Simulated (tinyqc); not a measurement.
Inside a calculation. Model: resistance of a source-drain extension with a graded tip.

Computed by the program tinyqc: `OMP_NUM_THREADS=1 python tinyqc.py 2282181 2282182 out.jsonl`, one thread of a shared Intel Xeon 2.30GHz, about 0.04 s for the whole run. Printed values are rounded.

y runs along the channel, the gate covers y > 0. The doping is N0 for y < y0 and N0 10^(-(y - y0)/la) beyond, uniform over the depth xj. Sheet conductance s(y) = q mu(N) max(N - Nch, 0) xj + (for y > 0) ma Cox Vo, with mu(N) = u0 + (u1 - u0)/(1 + (N/Nr)^au) and Cox = eps0 eox/tox. Current is taken as one-dimensional; depletion of the tip, spreading and the contact are left out. The metallurgical junction lies at yj, where N = Nch.

Values chosen for this exercise; mobility law close to that of electrons in silicon: relative permittivity of the gate insulator (close to silicon nitride) eox = 7.44; insulator thickness tox = 6.5 nm; active doping of the extension far from the gate N0 = 1.5e20 cm^-3; lateral abruptness la = 1.6 nm/decade; position under the gate where the fall begins (gate edge at 0) y0 = 1.4 nm; depth of the extension xj = 28 nm; channel doping Nch = 9.3e17 cm^-3; gate overdrive Vo = 0.84 V; mobility of the gate-induced layer ma = 160 cm^2/(V s); mobility at low doping u1 = 1414 cm^2/(V s); mobility at high doping u0 = 68.5 cm^2/(V s); reference doping Nr = 9.2e16 cm^-3; exponent au = 0.711; gate length Lg = 50 nm.

Constants: q = 1.602176634e-19 C, eps0 = 8.8541878128e-14 F/cm where lengths are in cm. Results are converted to the units shown.

## Sheet resistances and junction position

yj = y0 + la log10(N0/Nch); sheet resistance of the full extension 1/[q mu(N0)(N0 - Nch) xj] and of the gate-induced layer 1/(ma Cox Vo); metallurgical length Lg - 2 yj; ye is where the doped and the gate-induced conductances are equal.

yj = 4.93217 nm
sheet resistance of the extension = 198.161 ohm/square
sheet resistance of the induced layer = 7341.63 ohm/square
metallurgical length = 40.1357 nm
ye = 4.22145 nm
N at ye = 2.58635e18 cm^-3

The gate takes over 0.711 nm before the junction, where N is still 2.78 times the channel doping.

## Resistance of the overlapped part

Midpoint rule on 10 equal steps from 0 to yj: R_ov = sum h/s(y), per width.

```
point    y (nm)   N (cm^-3)  doped conductance (uS)  sheet resistance (ohm/square)
0      0.246609      1.5e20                 5046.41                        192.953
1      0.739826      1.5e20                 5046.41                        192.953
2       1.23304      1.5e20                 5046.41                        192.953
3       1.72626  9.37947e19                 3257.81                        294.635
4       2.21948  4.61230e19                 1712.99                        540.775
5       2.71270  2.26807e19                 924.865                        942.441
6       3.20591  1.11531e19                 511.300                        1544.38
7       3.69913  5.48447e18                 282.454                        2388.55
8       4.19235  2.69696e18                 142.857                        3583.37
9       4.68556  1.32621e18                 43.3688                        5568.60
```

R_ov = 7.6161 ohm um

The exact integral is 7.7028 ohm um; the coarse sum is 1.1 % below it.
